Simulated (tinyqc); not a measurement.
Empirical pseudopotential in a few plane waves, step by step. One step of it, computed by the program tinyqc.

Problem. Bloch Hamiltonian at k. Basis: the 15 shortest G (labels in 2 pi/a), the same at every k. H(G,G') = c |k + G|^2 delta + VS(|G-G'|^2) cos((G-G').tau) + i VA sin((G-G').tau), tau = a/8 (1,1,1); 1 Ry = 13.605693 eV.

Parameters chosen for this model: fcc lattice, atoms at +/- a/8 (1,1,1); form factors in rydberg at |G|^2 in units of (2 pi/a)^2:
```
parameter                 value      unit
a                      6.420000  angstrom
VS(3)                 -0.206000        Ry
VS(8)                  0.045000        Ry
VS(11)                 0.061000        Ry
VA(3)                         0        Ry
VA(4)                         0        Ry
VA(11)                        0        Ry
hbar^2/2m (2 pi/a)^2   3.649326        eV
```

k point k (2 pi / a): 0.070000  -0.530000  -0.600000

Give: H(k) at k.

Solution.

H(k) at k (eV):
```
        +0+0+0  -1-1-1  -1-1+1  -1+1-1  -1+1+1  +1-1-1  +1-1+1  +1+1-1
+0+0+0   2.357   1.982  -1.982  -1.982  -1.982  -1.982  -1.982  -1.982
-1-1-1   1.982  21.041   0.000   0.000  -0.612   0.000  -0.612  -0.612
-1-1+1  -1.982   0.000  12.283   0.612   0.000   0.612   0.000   0.000
-1+1-1  -1.982   0.000   0.612  13.305   0.000   0.612   0.000   0.000
-1+1+1  -1.982  -0.612   0.000   0.000   4.546   0.000   0.612   0.612
+1-1-1  -1.982   0.000   0.612   0.612   0.000  22.063   0.000   0.000
+1-1+1  -1.982  -0.612   0.000   0.000   0.612   0.000  13.305   0.612
+1+1-1  -1.982  -0.612   0.000   0.000   0.612   0.000   0.612  14.327
+1+1+1   1.982   0.000  -0.612  -0.612   0.000  -0.612   0.000   0.000
-2+0+0   0.000  -1.982  -1.982  -1.982   1.982   0.587  -0.587  -0.587
+0-2+0   0.000  -1.982  -1.982   0.587  -0.587  -1.982   1.982  -0.587
+0+0-2   0.000  -1.982   0.587  -1.982  -0.587  -1.982  -0.587   1.982
+0+0+2   0.000  -0.587   1.982  -0.587  -1.982  -0.587  -1.982   0.587
+0+2+0   0.000  -0.587  -0.587   1.982  -1.982  -0.587   0.587  -1.982
+2+0+0   0.000  -0.587  -0.587  -0.587   0.587   1.982  -1.982  -1.982

        +1+1+1  -2+0+0  +0-2+0  +0+0-2  +0+0+2  +0+2+0  +2+0+0
+0+0+0   1.982   0.000   0.000   0.000   0.000   0.000   0.000
-1-1-1   0.000  -1.982  -1.982  -1.982  -0.587  -0.587  -0.587
-1-1+1  -0.612  -1.982  -1.982   0.587   1.982  -0.587  -0.587
-1+1-1  -0.612  -1.982   0.587  -1.982  -0.587   1.982  -0.587
-1+1+1   0.000   1.982  -0.587  -0.587  -1.982  -1.982   0.587
+1-1-1  -0.612   0.587  -1.982  -1.982  -0.587  -0.587   1.982
+1-1+1   0.000  -0.587   1.982  -0.587  -1.982   0.587  -1.982
+1+1-1   0.000  -0.587  -0.587   1.982   0.587  -1.982  -1.982
+1+1+1   5.568  -0.587  -0.587  -0.587  -1.982  -1.982  -1.982
-2+0+0  -0.587  15.932   0.612   0.612  -0.612  -0.612   0.000
+0-2+0  -0.587   0.612  24.691   0.612  -0.612   0.000  -0.612
+0+0-2  -0.587   0.612   0.612  25.712   0.000  -0.612  -0.612
+0+0+2  -1.982  -0.612  -0.612   0.000   8.196   0.612   0.612
+0+2+0  -1.982  -0.612   0.000  -0.612   0.612   9.217   0.612
+2+0+0  -1.982   0.000  -0.612  -0.612   0.612   0.612  17.976
```
